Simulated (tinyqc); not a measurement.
Worked calculation: RKS/LDA (PW92) in the sto-6g basis, for H6, spin multiplicity 1. One step of it, computed by the program tinyqc.

Problem. Iteration 1: building the Kohn-Sham matrix. J_ij = sum D_kl (ij|kl); F = H + J + V_xc; E = tr D H + tr D J / 2 + E_xc + E_nn.

D at the start, order 1H 1s, 2H 1s, 3H 1s, 4H 1s, 5H 1s, 6H 1s:
$$\begin{pmatrix}
0.148888 & 0.439976 & 0.025904 & -0.177364 & 0.111901 & 0.056350 \\
0.439976 & 1.340714 & 0.268051 & -0.454217 & 0.175707 & 0.111575 \\
0.025904 & 0.268051 & 1.008104 & 0.558116 & -0.455857 & -0.177625 \\
-0.177364 & -0.454217 & 0.558116 & 1.007469 & 0.269412 & 0.026307 \\
0.111901 & 0.175707 & -0.455857 & 0.269412 & 1.340595 & 0.438912 \\
0.056350 & 0.111575 & -0.177625 & 0.026307 & 0.438912 & 0.148184
\end{pmatrix}$$

core Hamiltonian H = T + V (hartree), order 1H 1s, 2H 1s, 3H 1s, 4H 1s, 5H 1s, 6H 1s:
$$\begin{pmatrix}
-1.281090 & -0.533712 & -0.032157 & -0.002156 & -0.000039 & -0.000001 \\
-0.533712 & -1.502994 & -0.331477 & -0.033344 & -0.001004 & -0.000039 \\
-0.032157 & -0.331477 & -1.594876 & -0.587820 & -0.033407 & -0.002156 \\
-0.002156 & -0.033344 & -0.587820 & -1.594991 & -0.332008 & -0.032157 \\
-0.000039 & -0.001004 & -0.033407 & -0.332008 & -1.502969 & -0.532928 \\
-0.000001 & -0.000039 & -0.002156 & -0.032157 & -0.532928 & -1.280818
\end{pmatrix}$$

Two-electron integrals (ij|kl) in chemists' order, unique and non-zero (hartree):
```
(11|11) 0.774999   (21|11) 0.162961   (21|21) 0.050665   (22|11) 0.367349
(22|21) 0.162961   (22|22) 0.774999   (31|11) 0.005614   (31|21) 0.001993
(31|22) 0.007861   (31|31) 0.000105   (32|11) 0.041022   (32|21) 0.017327
(32|22) 0.085512   (32|31) 0.001181   (32|32) 0.015881   (33|11) 0.166978
(33|21) 0.064291   (33|22) 0.296938   (33|31) 0.005614   (33|32) 0.085512
(33|33) 0.774999   (41|11) 0.000261   (41|21) 0.000097   (41|22) 0.000406
(41|31) 0.000006   (41|32) 0.000071   (41|33) 0.000406   (41|41) 3.53e-07
(42|11) 0.002992   (42|21) 0.001194   (42|22) 0.005602   (42|31) 0.000086
(42|32) 0.001178   (42|33) 0.007846   (42|41) 0.000006   (42|42) 0.000104
(43|11) 0.040615   (43|21) 0.014851   (43|22) 0.064189   (43|31) 0.001195
(43|32) 0.017299   (43|33) 0.162686   (43|41) 0.000097   (43|42) 0.001987
(43|43) 0.050512   (44|11) 0.115768   (44|21) 0.040666   (44|22) 0.166926
(44|31) 0.002997   (44|32) 0.041003   (44|33) 0.367121   (44|41) 0.000261
(44|42) 0.005602   (44|43) 0.162686   (44|44) 0.774999   (51|11) 2.95e-06
(51|21) 1.13e-06   (51|22) 4.99e-06   (51|31) 7.96e-08   (51|32) 1.07e-06
(51|33) 0.000007   (51|41) 5.46e-09   (51|42) 9.83e-08   (51|43) 1.92e-06
(51|44) 0.000006   (52|11) 0.000065   (52|21) 0.000024   (52|22) 0.000108
(52|31) 1.82e-06   (52|32) 0.000025   (52|33) 0.000186   (52|41) 1.33e-07
(52|42) 2.52e-06   (52|43) 0.000055   (52|44) 0.000186   (52|52) 7.08e-08
(53|11) 0.001816   (53|21) 0.000640   (53|22) 0.002638   (53|31) 0.000047
(53|32) 0.000649   (53|33) 0.005614   (53|41) 3.82e-06   (53|42) 0.000077
(53|43) 0.001991   (53|44) 0.007861   (53|51) 7.96e-08   (53|52) 2.53e-06
(53|53) 0.000105   (54|11) 0.016849   (54|21) 0.005748   (54|22) 0.022771
(54|31) 0.000395   (54|32) 0.005140   (54|33) 0.041074   (54|41) 0.000032
(54|42) 0.000648   (54|43) 0.017330   (54|44) 0.085667   (54|51) 7.05e-07
(54|52) 0.000025   (54|53) 0.001182   (54|54) 0.015934   (55|11) 0.083493
(55|21) 0.027822   (55|22) 0.107186   (55|31) 0.001816   (55|32) 0.022740
(55|33) 0.166978   (55|41) 0.000137   (55|42) 0.002634   (55|43) 0.064216
(55|44) 0.297098   (55|51) 2.95e-06   (55|52) 0.000108   (55|53) 0.005614
(55|54) 0.085667   (55|55) 0.774999   (61|11) 5.61e-08   (61|21) 2.05e-08
(61|22) 8.80e-08   (61|32) 2.10e-08   (61|33) 1.65e-07   (61|43) 5.02e-08
(61|44) 1.65e-07   (61|54) 2.11e-08   (61|55) 8.80e-08   (62|11) 1.99e-06
(62|21) 7.06e-07   (62|22) 2.95e-06   (62|31) 5.17e-08   (62|32) 7.02e-07
(62|33) 0.000006   (62|42) 7.93e-08   (62|43) 1.91e-06   (62|44) 0.000007
(62|53) 9.82e-08   (62|54) 1.07e-06   (62|55) 4.98e-06   (63|11) 0.000100
(63|21) 0.000034   (63|22) 0.000137   (63|31) 2.40e-06   (63|32) 0.000032
(63|33) 0.000261   (63|41) 1.91e-07   (63|42) 3.81e-06   (63|43) 0.000097
(63|44) 0.000406   (63|52) 1.33e-07   (63|53) 0.000006   (63|54) 0.000071
(63|55) 0.000406   (63|62) 5.44e-09   (63|63) 3.53e-07   (64|11) 0.001390
(64|21) 0.000467   (64|22) 0.001816   (64|31) 0.000031   (64|32) 0.000394
(64|33) 0.002997   (64|41) 2.40e-06   (64|42) 0.000047   (64|43) 0.001195
(64|44) 0.005614   (64|51) 5.18e-08   (64|52) 1.82e-06   (64|53) 0.000086
(64|54) 0.001182   (64|55) 0.007861   (64|62) 7.94e-08   (64|63) 0.000006
(64|64) 0.000105   (65|11) 0.022227   (65|21) 0.007315   (65|22) 0.027781
(65|31) 0.000466   (65|32) 0.005731   (65|33) 0.040615   (65|41) 0.000034
(65|42) 0.000637   (65|43) 0.014833   (65|44) 0.064216   (65|51) 7.07e-07
(65|52) 0.000024   (65|53) 0.001195   (65|54) 0.017330   (65|55) 0.162686
(65|61) 2.05e-08   (65|62) 1.12e-06   (65|63) 0.000097   (65|64) 0.001991
(65|65) 0.050512   (66|11) 0.068369   (66|21) 0.022256   (66|22) 0.083480
(66|31) 0.001390   (66|32) 0.016822   (66|33) 0.115768   (66|41) 0.000100
(66|42) 0.001813   (66|43) 0.040615   (66|44) 0.166978   (66|51) 1.99e-06
(66|52) 0.000065   (66|53) 0.002997   (66|54) 0.041074   (66|55) 0.367121
(66|61) 5.61e-08   (66|62) 2.95e-06   (66|63) 0.000261   (66|64) 0.005614
(66|65) 0.162686   (66|66) 0.774999
```

nuclear repulsion = 2.97334288 hartree

V_xc (hartree), order 1H 1s, 2H 1s, 3H 1s, 4H 1s, 5H 1s, 6H 1s:
$$\begin{pmatrix}
-0.283749 & -0.099477 & -0.004851 & -0.000286 & -0.000004 & 0.000000 \\
-0.099477 & -0.464436 & -0.059955 & -0.005091 & -0.000126 & -0.000004 \\
-0.004851 & -0.059955 & -0.440494 & -0.113611 & -0.005102 & -0.000286 \\
-0.000286 & -0.005091 & -0.113611 & -0.440466 & -0.060066 & -0.004850 \\
-0.000004 & -0.000126 & -0.005102 & -0.060066 & -0.464395 & -0.099259 \\
0.000000 & -0.000004 & -0.000286 & -0.004850 & -0.099259 & -0.283358
\end{pmatrix}$$

E_xc = sum of w rho eps_xc = -1.97085731 hartree

Give: Coulomb J; Kohn-Sham matrix F; total energy of this density.

Solution.

Coulomb J (hartree), order 1H 1s, 2H 1s, 3H 1s, 4H 1s, 5H 1s, 6H 1s:
$$\begin{pmatrix}
1.250 & 0.468 & 0.027 & 0.002 & 0.000 & 0.000 \\
0.468 & 2.008 & 0.331 & 0.030 & 0.001 & 0.000 \\
0.027 & 0.331 & 2.145 & 0.610 & 0.030 & 0.002 \\
0.002 & 0.030 & 0.610 & 2.145 & 0.331 & 0.027 \\
0.000 & 0.001 & 0.030 & 0.331 & 2.007 & 0.467 \\
0.000 & 0.000 & 0.002 & 0.027 & 0.467 & 1.249
\end{pmatrix}$$

Kohn-Sham matrix F (hartree), order 1H 1s, 2H 1s, 3H 1s, 4H 1s, 5H 1s, 6H 1s:
$$\begin{pmatrix}
-0.315 & -0.166 & -0.010 & -0.001 & 0.000 & 0.000 \\
-0.166 & 0.040 & -0.061 & -0.008 & 0.000 & 0.000 \\
-0.010 & -0.061 & 0.110 & -0.092 & -0.008 & -0.001 \\
-0.001 & -0.008 & -0.092 & 0.109 & -0.061 & -0.010 \\
0.000 & 0.000 & -0.008 & -0.061 & 0.040 & -0.166 \\
0.000 & 0.000 & -0.001 & -0.010 & -0.166 & -0.315
\end{pmatrix}$$

total energy of this density = -2.57360 hartree
